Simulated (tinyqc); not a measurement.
The sixth-power law: interface roughness in a thin film (subband fluctuation and scattering).

Square well of width t, barriers V0, c = hbar^2/2m0: E1 solves k t + 2 atan[(k/mz)/(kappa/mb)] = pi, k = sqrt(mz E/c), kappa = sqrt(mb (V0 - E)/c). One interface is rough, so the subband edge fluctuates by G dt with G = |dE1/dt| (central difference of 0.01 angstrom; 2 E1/t for hard walls).

Gaussian roughness spectrum S(q) = pi D^2 Lc^2 exp(-q^2 Lc^2/4). Degenerate gas, taken to fill one subband (the second starts to fill once c kF^2/md exceeds E2 - E1, which is not tested here): kF = sqrt(2 pi Ns/gv), q = 2 kF sin(theta/2), 1/tau = (md/(2 pi c hbar)) G^2 times the integral from 0 to pi of S(q)(1 - cos theta)/eps(q)^2 dtheta, eps(q) = 1 + qs/q with screening (qs = gv md q0/(c eps), q0 = e^2/(4 pi eps0), form factors left out, which overstates the screening; other scattering is left out too, so these values lie far above measured mobilities in all but the thinnest films) or 1 without; mobility = tau c2/md with c2 = e/m0 = 1.75882e15 cm^2/(V s^2); 1e12/cm^2 = 1e-4/angstrom^2.

Constants: hbar^2/2m0 = 3.80998211 eV angstrom^2; hbar = 6.58211957e-16 eV s; e^2/(4 pi eps0) = 14.39964547 eV angstrom.

Parameters, chosen for this exercise (near those of a thin Si channel on (100), two-fold valleys; shifted at random, so the results belong to these values and not to a real crystal):
- mz = 0.906 m0 (confinement mass)
- V0 = 3.19 eV (barrier)
- mb = 0.51 m0 (barrier mass)
- md = 0.186 m0 (mass in the plane)
- gv = 2 (valleys)
- D = 3.7 angstrom (rms height of the roughness)
- Lc = 48 angstrom (correlation length)
- Ns = 0.88 x 1e12/cm^2 (sheet density)
- eps = 8 (mean dielectric constant at the channel)
- ts = (15, 20, 24, 28, 35, 45, 59) angstrom (thicknesses)

Screened mobility against thickness for the finite barrier and for hard walls.

Results:
```
t (angstrom)  E1 (meV)  G (meV/angstrom)  mobility (cm^2/(V s))  the same, hard walls
15               148.0            17.614                    711                   365
20                87.8             8.070               3.39e+03              2.05e+03
24                62.7             4.867               9.31e+03              6.12e+03
28                47.0             3.157               2.21e+04              1.54e+04
35                30.8             1.675               7.86e+04              5.88e+04
45                19.0             0.814               3.33e+05              2.66e+05
59                11.3             0.371               1.60e+06              1.35e+06
```

With hard walls G goes as 1/t^3 and the mobility as t^6. With the finite barrier the local exponent is 5.43 at the thin end and 5.80 at the thick end, since the envelope leaks out and softens the dependence. The least value is 711 cm^2/(V s). The gate field, which also presses carriers to the interface, is left out. Below about 20 angstrom the effective-mass picture is itself doubtful. Up to t = 45 angstrom G D exceeds half of EF - E1, where the Born rate fails.

Computed by tinyqc, a small Python program: `OMP_NUM_THREADS=1 python tinyqc.py 1282290 1282291 out.jsonl` (the numbers bound the seed that draws the inputs); one thread of a shared host (Intel(R) Xeon(R) Processor @ 2.30GHz), about 0.01 s for the whole set of steps.
